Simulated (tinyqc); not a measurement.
Hot electrons in a saturated n-channel MOSFET, lucky-electron model: one step of the calculation.

Beyond pinch-off the lateral field grows as Esat cosh(y/l) over the velocity-saturated region (pseudo-two-dimensional model). Impact ionisation in this region gives the substrate current, which biases the body forward through Rsub. Currents are per width. Local-field laws: they overstate ionisation when the field peak is narrower than an energy relaxation length.

Problem. Body bias from the substrate current. Cox = 3.9 eps0/tox. Overdrive g = Vg - VT + kb Vb; Vdsat = g Esat L/(g + Esat L); Id = Cox vs (g - Vdsat); dV = Vd - Id Rd - Vdsat; Em = sqrt((dV/l)^2 + Esat^2); Isub = Id (Ai/Bi) l Em exp(-Bi/Em). Vb(new) = Rsub Isub.

Parameters, values chosen for the exercise; values close to those of silicon n-channel devices:

| symbol | value | unit | meaning |
|---|---|---|---|
| L | 0.5 | um | channel length |
| tox | 9.5 | nm | oxide thickness |
| VT | 0.79 | V | threshold |
| vs | 7.2e6 | cm/s | saturation velocity |
| Ai | 2e6 | 1/cm | ionisation prefactor |
| Bi | 1.78 | MV/cm | ionisation field |
| Rd | 0 | ohm um | resistance of the lightly doped drain |
| Rsub | 15000 | ohm um | substrate resistance |
| kb | 0.46 |  | fall of VT per volt of forward body bias |
| Vd | 3 | V | drain voltage |
| Vg | 1.7 | V | gate voltage |

Constants: eps0 = 8.8541878128e-14 F/cm where lengths are in cm. Results are converted to the units shown.

Vb at the start = 0 V
l = 65.383484 nm
Esat = 0.049655172 MV/cm

Wanted: Vdsat; Id; dV; Em; Isub; Vb after iteration 1.

Solution.

Vdsat = 0.66592 V
Id = 63.878 uA/um
dV = 2.3341 V
Em = 0.36042 MV/cm
Isub = 1.2117 uA/um
Vb after iteration 1 = 0.018175 V

Computed by the program tinyqc: `OMP_NUM_THREADS=1 python tinyqc.py 2550134 2550135 out.jsonl`, one thread of a shared Intel Xeon 2.30GHz, about 0.01 s for the whole run.
